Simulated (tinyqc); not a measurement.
Rutherford backscattering from a thin compound film on silicon: kinematics, yields, composition and thickness. Changing the tilt of the sample. Computed by tinyqc, a small Python program. Command: `OMP_NUM_THREADS=1 python tinyqc.py 3005903 3005904 out.jsonl rbs sweep`. One thread of a shared host (Intel(R) Xeon(R) Processor @ 2.30GHz), about 0.01 s of CPU time with the checks.

Singly charged helium ions (Z1 = 2, M1 = 4.0026 u) enter at the tilt angle a1 to the normal and leave at a2 = |180 - theta - tilt| in the same plane. The film is A B_x.

Inputs (values chosen for the exercise, modelled on a helium beam on SiGe): beam energy E0 = 2.2 MeV; scattering angle theta = 165 degrees; heavy element: Z_A = 32; heavy element: mass M_A = 72.6 u; heavy element: stopping eps_A at 2 MeV = 76.2 1e-15 eV cm^2; light element: Z_B = 14; light element: mass M_B = 28.09 u; light element: stopping eps_B at 2 MeV = 49.2 1e-15 eV cm^2; atoms of B per atom of A, x = 3.12; atomic density of the film = 48.5 1/nm^3; film thickness d = 28 nm; collected charge = 14 microcoulomb; detector solid angle = 2.9 msr; detector resolution (FWHM) = 17 keV.

Constants: e^2/(4 pi eps_0) = 14.39964548 eV angstrom; e = 1.602176634e-19 C.

Method:
- Kinematic factor K = [(sqrt(M^2 - M1^2 sin^2 theta) + M1 cos theta)/(M + M1)]^2.
- Surface edges lie at K E0; substrate silicon has M = 28.09 u. Mass resolution at M_A = resolution/(E0 dK/dM).
- Stopping per atom eps(E) = eps(2 MeV) (E/2 MeV)^(-0.4) (a law chosen for the exercise); Bragg rule eps_film = (eps_A + x eps_B)/(1 + x); areal density N d, with 1/nm^2 = 0.1 x 1e15/cm^2.
- Width of the signal of element i: [K_i eps(E0)/cos a1 + eps(K_i E0)/cos a2] N d; depth resolution = resolution x d/width of A; energy lost on the way in = eps(E0) N d/cos a1.
- Rutherford cross section in the laboratory frame: sigma = (Z1 Z e^2/(4 pi eps_0 4E))^2 (4/sin^4 theta) (r + cos theta)^2/r, r = sqrt(1 - (M1 sin theta/M)^2), times the screening factor 1 - 0.049 Z1 Z^(4/3)/E (E in keV); 1 angstrom^2 = 1e8 barn.
- Counts = (charge/e) x solid angle x sigma(E_mean) x areal density of the element/cos a1, E_mean = E0 - half the energy lost on the way in; 1 barn = 1e-24 cm^2. The ratio of areas returns x = (Y_B/Y_A)(sigma_A/sigma_B), with the counting error sqrt(1/Y_A + 1/Y_B).

One run for each value; columns: (1) tilt of the sample (degrees); (2) depth resolution (nm); (3) counting error of x without background (%); (4) energy lost on the way in (keV):
```
(1)     (2)     (3)     (4)
0    33.769  1.7020   7.288
15   33.946  1.6726   7.545
30   31.726  1.5834   8.416
45   27.239  1.4302  10.307
55   23.102  1.2874  12.706
65   18.135  1.1039  17.245
70   15.349  0.9922  21.309
75   12.343  0.8617  28.159
80    9.051  0.7036  41.970
```

Describe and explain the trends.

Over the rows, depth resolution (nm) goes from 33.8 through a maximum among these rows, 33.9 at 15.0, to 9.05; counting error of x without background (%) falls from 1.70 to 0.704; energy lost on the way in (keV) rises from 7.29 to 42.0. Tilting lengthens the inward path at once but shortens the outward one up to 180 - theta, so only large tilts clearly sharpen the depth scale, until roughness and straggling (left out) take over.

Caution (all rows): the silicon signal of the film merges with that of the substrate, so only the width of A can be read directly. Caution (all rows): film and substrate silicon overlap, so Y_B must be separated by a fit.

Extremes, crossings and ranges named in words are read from the listed rows.
